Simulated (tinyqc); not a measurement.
# Slope factor and drain-induced lowering from three currents

Question. With source and body at 0 V, I = A exp((Vg + dd Vd)/(nf Vt)) (1 - exp(-Vd/Vt)). Find nf, the swing nf Vt ln 10 and dd.

Inputs (values chosen for the exercise):
- T = 330 K (temperature)

Constants: q = 1.602176634e-19 C, kB = 1.380649e-23 J/K, Vt = kB T/q. Results are converted to the units shown.

currents at (Vg, Vd) = (0, 0.05), (0, 0.8) and (0.09, 0.8) V (nA/um): 0.0047668764  0.030331833  0.36658128

Solution. The pair at equal Vd gives nf; the pair at equal Vg, after dividing out the factors 1 - exp(-Vd/Vt), gives dd.

nf = 1.270
swing = 83.16 mV/decade
dd = 0.08000

Computed by the program tinyqc: `OMP_NUM_THREADS=1 python tinyqc.py 2242185 2242186 out.jsonl`, one thread of a shared Intel Xeon 2.30GHz, about 0.03 s for the whole run.
